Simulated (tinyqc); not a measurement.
CCSD on RHF in the 6-311g basis, for H2, spin multiplicity 1, step by step. One step of it, computed by the program tinyqc.

Problem. Iteration 1: building the Fock matrix. J_ij = sum D_kl (ij|kl), K_ij = sum D_kl (ik|jl); F = H + J - 0.5 K; E = tr D H + tr D J / 2 - 0.25 tr D K + E_nn.

D at the start, lower triangle:
```
          1H 1s     1H 2s     1H 3s     2H 1s     2H 2s     2H 3s
1H 1s  0.107588
1H 2s  0.168578  0.264140
1H 3s  0.010778  0.016888  0.001080
2H 1s  0.107588  0.168578  0.010778  0.107588
2H 2s  0.168578  0.264140  0.016888  0.168578  0.264140
2H 3s  0.010778  0.016888  0.001080  0.010778  0.016888  0.001080
```

core Hamiltonian H = T + V (hartree), lower triangle:
```
           1H 1s      1H 2s      1H 3s      2H 1s      2H 2s      2H 3s
1H 1s  -0.445501
1H 2s  -0.960178  -1.013923
1H 3s  -0.644607  -0.827817  -0.794641
2H 1s  -0.503066  -0.654935  -0.534919  -0.445501
2H 2s  -0.654935  -0.836984  -0.738103  -0.960178  -1.013923
2H 3s  -0.534919  -0.738103  -0.741156  -0.644607  -0.827817  -0.794641
```

Two-electron integrals (ij|kl) in chemists' order, unique and non-zero (hartree):
```
(11|11) 1.393035   (21|11) 0.822971   (21|21) 0.509703   (22|11) 0.822904
(22|21) 0.543028   (22|22) 0.644106   (31|11) 0.411256   (31|21) 0.257757
(31|22) 0.279868   (31|31) 0.130794   (32|11) 0.543681   (32|21) 0.365771
(32|22) 0.452669   (32|31) 0.189803   (32|32) 0.325140   (33|11) 0.494021
(33|21) 0.340115   (33|22) 0.445993   (33|31) 0.178035   (33|32) 0.331779
(33|33) 0.361682   (41|11) 0.203933   (41|21) 0.130315   (41|22) 0.145169
(41|31) 0.066458   (41|32) 0.099183   (41|33) 0.093803   (41|41) 0.048587
(42|11) 0.277620   (42|21) 0.187588   (42|22) 0.231215   (42|31) 0.097376
(42|32) 0.164671   (42|33) 0.164750   (42|41) 0.076837   (42|42) 0.142049
(43|11) 0.194022   (43|21) 0.132822   (43|22) 0.168870   (43|31) 0.069287
(43|32) 0.122230   (43|33) 0.125385   (43|41) 0.054907   (43|42) 0.106820
(43|43) 0.082097   (44|11) 0.632375   (44|21) 0.439167   (44|22) 0.570610
(44|31) 0.230115   (44|32) 0.415070   (44|33) 0.426485   (44|41) 0.203933
(44|42) 0.419862   (44|43) 0.324428   (44|44) 1.393035   (51|11) 0.419862
(51|21) 0.262248   (51|22) 0.283116   (51|31) 0.132938   (51|32) 0.191592
(51|33) 0.179206   (51|41) 0.076837   (51|42) 0.114287   (51|43) 0.081203
(51|44) 0.277620   (51|51) 0.142049   (52|11) 0.497563   (52|21) 0.332539
(52|22) 0.405150   (52|31) 0.172140   (52|32) 0.288485   (52|33) 0.290024
(52|41) 0.107534   (52|42) 0.186613   (52|43) 0.139660   (52|44) 0.497563
(52|51) 0.186613   (52|52) 0.290069   (53|11) 0.381042   (53|21) 0.260030
(53|22) 0.332876   (53|31) 0.135642   (53|32) 0.243700   (53|33) 0.257086
(53|41) 0.086253   (53|42) 0.159979   (53|43) 0.123357   (53|44) 0.441300
(53|51) 0.147368   (53|52) 0.247359   (53|53) 0.221801   (54|11) 0.439167
(54|21) 0.303116   (54|22) 0.391726   (54|31) 0.158568   (54|32) 0.285535
(54|33) 0.295657   (54|41) 0.130315   (54|42) 0.262248   (54|43) 0.203537
(54|44) 0.822971   (54|51) 0.187588   (54|52) 0.332539   (54|53) 0.297368
(54|54) 0.509703   (55|11) 0.570610   (55|21) 0.391726   (55|22) 0.507100
(55|31) 0.204746   (55|32) 0.372866   (55|33) 0.395104   (55|41) 0.145169
(55|42) 0.283116   (55|43) 0.221351   (55|44) 0.822904   (55|51) 0.231215
(55|52) 0.405150   (55|53) 0.369392   (55|54) 0.543028   (55|55) 0.644106
(61|11) 0.324428   (61|21) 0.203537   (61|22) 0.221351   (61|31) 0.103311
(61|32) 0.150207   (61|33) 0.141003   (61|41) 0.054907   (61|42) 0.081203
(61|43) 0.057823   (61|44) 0.194022   (61|51) 0.106820   (61|52) 0.139660
(61|53) 0.110335   (61|54) 0.132822   (61|55) 0.168870   (61|61) 0.082097
(62|11) 0.441300   (62|21) 0.297368   (62|22) 0.369392   (62|31) 0.154398
(62|32) 0.265870   (62|33) 0.272254   (62|41) 0.086253   (62|42) 0.147368
(62|43) 0.110335   (62|44) 0.381042   (62|51) 0.159979   (62|52) 0.247359
(62|53) 0.211724   (62|54) 0.260030   (62|55) 0.332876   (62|61) 0.123357
(62|62) 0.221801   (63|11) 0.419176   (63|21) 0.289135   (63|22) 0.381101
(63|31) 0.151462   (63|32) 0.284486   (63|33) 0.312377   (63|41) 0.085906
(63|42) 0.156977   (63|43) 0.121261   (63|44) 0.419176   (63|51) 0.156977
(63|52) 0.263924   (63|53) 0.239801   (63|54) 0.289135   (63|55) 0.381101
(63|61) 0.121261   (63|62) 0.239801   (63|63) 0.281246   (64|11) 0.230115
(64|21) 0.158568   (64|22) 0.204746   (64|31) 0.082921   (64|32) 0.149398
(64|33) 0.155186   (64|41) 0.066458   (64|42) 0.132938   (64|43) 0.103311
(64|44) 0.411256   (64|51) 0.097376   (64|52) 0.172140   (64|53) 0.154398
(64|54) 0.257757   (64|55) 0.279868   (64|61) 0.069287   (64|62) 0.135642
(64|63) 0.151462   (64|64) 0.130794   (65|11) 0.415070   (65|21) 0.285535
(65|22) 0.372866   (65|31) 0.149398   (65|32) 0.276216   (65|33) 0.297718
(65|41) 0.099183   (65|42) 0.191592   (65|43) 0.150207   (65|44) 0.543681
(65|51) 0.164671   (65|52) 0.288485   (65|53) 0.265870   (65|54) 0.365771
(65|55) 0.452669   (65|61) 0.122230   (65|62) 0.243700   (65|63) 0.284486
(65|64) 0.189803   (65|65) 0.325140   (66|11) 0.426485   (66|21) 0.295657
(66|22) 0.395104   (66|31) 0.155186   (66|32) 0.297718   (66|33) 0.333514
(66|41) 0.093803   (66|42) 0.179206   (66|43) 0.141003   (66|44) 0.494021
(66|51) 0.164750   (66|52) 0.290024   (66|53) 0.272254   (66|54) 0.340115
(66|55) 0.445993   (66|61) 0.125385   (66|62) 0.257086   (66|63) 0.312377
(66|64) 0.178035   (66|65) 0.331779   (66|66) 0.361682
```

nuclear repulsion = 0.63910291 hartree

Give: Coulomb J; exchange K; Fock matrix F; total energy of this density.

Solution.

Coulomb J (hartree), lower triangle:
```
        1H 1s   1H 2s   1H 3s   2H 1s   2H 2s   2H 3s
1H 1s  1.6405
1H 2s  1.0705  1.2600
1H 3s  0.5505  0.8867  0.8784
2H 1s  0.3457  0.5962  0.4456  1.6405
2H 2s  0.5962  0.8984  0.7590  1.0705  1.2600
2H 3s  0.4456  0.7590  0.7987  0.5505  0.8867  0.8784
```

exchange K (hartree), lower triangle:
```
        1H 1s   1H 2s   1H 3s   2H 1s   2H 2s   2H 3s
1H 1s  1.0412
1H 2s  0.9933  1.0754
1H 3s  0.6646  0.7601  0.5549
2H 1s  0.6659  0.8329  0.6234  1.0412
2H 2s  0.8329  0.9908  0.7360  0.9933  1.0754
2H 3s  0.6234  0.7360  0.5475  0.6646  0.7601  0.5549
```

Fock matrix F (hartree), lower triangle:
```
         1H 1s    1H 2s    1H 3s    2H 1s    2H 2s    2H 3s
1H 1s   0.6744
1H 2s  -0.3863  -0.2916
1H 3s  -0.4264  -0.3212  -0.1937
2H 1s  -0.4904  -0.4751  -0.4010   0.6744
2H 2s  -0.4751  -0.4340  -0.3471  -0.3863  -0.2916
2H 3s  -0.4010  -0.3471  -0.2162  -0.4264  -0.3212  -0.1937
```

total energy of this density = -1.079531 hartree
